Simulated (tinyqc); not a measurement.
Small-signal admittance of a forward-biased p+-n diode: one step of the calculation.

Holes injected into a neutral base of width wb with an ohmic contact at its end; low injection, p0 far above the equilibrium density. A small voltage v exp(i w t), w = 2 pi f, modulates the edge density by p0 v/Vt, and the small-signal density obeys Dp d2p/dx2 = (1/tau + i w) p.

Problem. Closed-form admittance. L = sqrt(Dp tau); direct current J = (q Dp p0/L) coth(wb/L); k = sqrt(1 + i w tau)/L; diffusion admittance Y = (q Dp p0/Vt) k coth(k wb) = G + i w C_diff; junction capacitance C_j = sqrt(q eps0 eps_r Nd/(2 Vr)) in the depletion approximation, with the remaining barrier Vr = Vt ln(Na/p0), a rough value under forward bias; base-width modulation is left out.

Inputs (values chosen for the exercise); permittivity close to that of gallium arsenide:
- T = 300 K (temperature)
- eps_r = 12.9 (relative permittivity)
- Nd = 5.3e15 cm^-3 (donor density of the base)
- Dp = 5.5 cm^2/s (hole diffusion coefficient)
- tau = 1e-7 s (hole lifetime)
- wb = 12 um (width of the neutral base)
- p0 = 1.5e14 cm^-3 (excess hole density at the junction edge)
- Na = 4e18 cm^-3 (acceptor density of the p+ side)
- f = 2.9e5 Hz (signal frequency)

Constants: q = 1.602176634e-19 C, kB = 1.380649e-23 J/K, Vt = kB T/q, eps0 = 8.8541878128e-14 F/cm where lengths are in cm. Results are converted to the units shown.

Wanted: L; J; k wb; Y; C_diff; C_j.

Solution.

L = 7.416 um
J = 0.1928 A/cm^2
k wb = 1.625+0.147i
Y = 7.470+0.506i S/cm^2
C_diff = 0.2777 uF/cm^2
C_j = 0.04290 uF/cm^2

G is 1.00 times its low-frequency value J/Vt, and C_diff is 6.47 times C_j.

Computed by the program tinyqc: `OMP_NUM_THREADS=1 python tinyqc.py 2890193 2890194 out.jsonl`, one thread of a shared Intel Xeon 2.30GHz, about 0.01 s for the whole run.
